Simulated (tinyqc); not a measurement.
From tunnel current density back to effective doping N: band-to-band tunnelling and avalanche in a reverse-biased abrupt junction. Computed by tinyqc, a small Python program. Command: `OMP_NUM_THREADS=1 python tinyqc.py 3008288 3008289 out.jsonl zener inv`. One thread of a shared host (Intel(R) Xeon(R) Processor @ 2.30GHz), about 0.02 s of CPU time with the checks.

Direct Kane tunnelling in the local field (for indirect gaps the mass is an effective fit) and one ionisation coefficient for both carriers. N is the doping of the light side, or N_A N_D/(N_A + N_D) for the symmetric junction; the built-in voltage is taken as E_g/e.

Inputs (values chosen for the exercise, modelled on silicon):
```
quantity,value,unit
"band gap at 300 K, E_g",1.11,eV
"gap narrowing with temperature, -dE_g/dT",0.26,meV/K
reduced tunnelling mass m_r,0.2,m_0
permittivity eps,11.7,-
ionisation prefactor a,1.1e+06,1/cm
"ionisation field at 300 K, b",1.53e+06,V/cm
relative rise of b with temperature,7.4,1e-4/K
reverse bias V_R,2.9,V
temperature T,350,K
```

Junction: symmetric.

Constants: eps_0 = 8.8541878128e-12 F/m; e = 1.602176634e-19 C; m_0 = 9.1093837015e-31 kg; hbar = 1.054571817e-34 J s.

Method:
- E_g(T) = E_g - (T - 300 K)(-dE_g/dT); b(T) = b [1 + (rise)(T - 300 K)]; w = sqrt(2 eps eps_0 (V_R + E_g/e)/(e N)); F_m = 2 (V_R + E_g/e)/w; the field falls linearly from F_m to 0 on both sides.
- Kane: G(F) = A F^2 exp(-B/F), A = e^2 sqrt(m_r)/(18 pi hbar^2 sqrt(E_g)), B = pi sqrt(m_r) E_g^(3/2)/(2 e hbar), SI units; J = e int G dx x V_R/(V_R + E_g/e), the last factor making J vanish at zero bias; int G dx = (w/F_m) int_0^F_m G dF by 64 Gauss-Legendre points.
- Avalanche: I = (w/F_m) int_0^F_m a exp(-b/F) dF by 64 Gauss-Legendre points, M = 1/(1 - I), breakdown at I = 1.

Problem. A run gave the result below. Find the effective doping N, known to lie between 1e+17 and 2.5e+17 1/cm^3.

tunnel current density = 2.449845e-26 A/cm^2

Solution.

Each step takes the trial c = (a f_b - b f_a)/(f_b - f_a), f being the result less the target and a, b, c the logarithms of the listed values; c replaces end b, the old b replaces a if the sign of f changed, and otherwise f_a is halved.

Scan of the range:
```
effective doping N (1/cm^3),tunnel current density (A/cm^2)
1.00e+17,1.19726e-30
1.16e+17,5.29885e-28
1.36e+17,2.26509e-25
1.58e+17,4.52103e-23
1.84e+17,6.70952e-21
2.15e+17,7.69676e-19
2.50e+17,5.47918e-17
```

False position (Illinois rule, in the logarithm of the input) inside the bracket:
```
step,end a,end b,trial,tunnel current density (A/cm^2)
1,1.16000e+17,1.36000e+17,1.17974e+17,1.03039e-27
2,1.36000e+17,1.17974e+17,1.19733e+17,1.83826e-27
3,1.36000e+17,1.19733e+17,1.22560e+17,4.54231e-27
4,1.36000e+17,1.22560e+17,1.26226e+17,1.40256e-26
5,1.36000e+17,1.26226e+17,1.29016e+17,3.20380e-26
6,1.26226e+17,1.29016e+17,1.27841e+17,2.26970e-26
7,1.29016e+17,1.27841e+17,1.28067e+17,2.42600e-26
8,1.29016e+17,1.28067e+17,1.28123e+17,2.46654e-26
9,1.28067e+17,1.28123e+17,1.28100e+17,2.44976e-26
10,1.28123e+17,1.28100e+17,1.28100e+17,2.44984e-26
11,1.28123e+17,1.28100e+17,1.28100e+17,2.44985e-26
12,1.28100e+17,1.28100e+17,1.28100e+17,2.44985e-26
```

Tunnel current density rises at every point of a 13-point scan of the range (every second point is shown), so one value fits; it is bracketed by 1.16e17 and 1.36e17. Answer: effective doping N = 1.281e17 1/cm^3.
